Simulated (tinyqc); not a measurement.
Small-signal admittance of a forward-biased p+-n diode: two steps of the calculation.

Holes injected into a neutral base of width wb with an ohmic contact at its end; low injection, p0 far above the equilibrium density. A small voltage v exp(i w t), w = 2 pi f, modulates the edge density by p0 v/Vt, and the small-signal density obeys Dp d2p/dx2 = (1/tau + i w) p.

Values chosen for this exercise; permittivity close to that of silicon: temperature T = 300 K; relative permittivity eps_r = 11.7; donor density of the base Nd = 9.7e15 cm^-3; hole diffusion coefficient Dp = 5.8 cm^2/s; hole lifetime tau = 1e-6 s; width of the neutral base wb = 21 um; excess hole density at the junction edge p0 = 6.5e13 cm^-3; acceptor density of the p+ side Na = 9e18 cm^-3; signal frequency f = 8.4e5 Hz.

Constants: q = 1.602176634e-19 C, kB = 1.380649e-23 J/K, Vt = kB T/q, eps0 = 8.8541878128e-14 F/cm where lengths are in cm. Results are converted to the units shown.

Problem 1. Closed-form admittance. L = sqrt(Dp tau); direct current J = (q Dp p0/L) coth(wb/L); k = sqrt(1 + i w tau)/L; diffusion admittance Y = (q Dp p0/Vt) k coth(k wb) = G + i w C_diff; junction capacitance C_j = sqrt(q eps0 eps_r Nd/(2 Vr)) in the depletion approximation, with the remaining barrier Vr = Vt ln(Na/p0), a rough value under forward bias; base-width modulation is left out.

Wanted: L; J; k wb; Y; C_diff; C_j.

Solution 1.

L = 24.083 um
J = 0.035708 A/cm^2
k wb = 1.5564+1.2892i
Y = 1.6676+1.2526i S/cm^2
C_diff = 0.23733 uF/cm^2
C_j = 0.051286 uF/cm^2

G is 1.21 times its low-frequency value J/Vt, and C_diff is 4.63 times C_j.

Problem 2. The same by finite differences. 7 equal intervals, h = wb/7; u = small-signal density over its edge value, u_0 = 1, u_7 = 0; u_(i-1) + b u_i + u_(i+1) = 0 with b = -2 - h^2 (1/tau + i w)/Dp; Y = (q Dp p0/(Vt h)) (-b/2 - u_1), which includes the half box at the edge.

Find: b; u; Y on the mesh.

Solution 2.

b = -2.016-0.082i
u, node 1 to 6: 0.7945-0.1224i  0.6114-0.1817i  0.4527-0.1937i  0.3168-0.1717i  0.1999-0.1264i  0.0965-0.0666i
Y on the mesh = 1.661+1.273i S/cm^2

Computed by the program tinyqc: `OMP_NUM_THREADS=1 python tinyqc.py 2890137 2890138 out.jsonl`, one thread of a shared Intel Xeon 2.30GHz, about 0.01 s for the whole run.
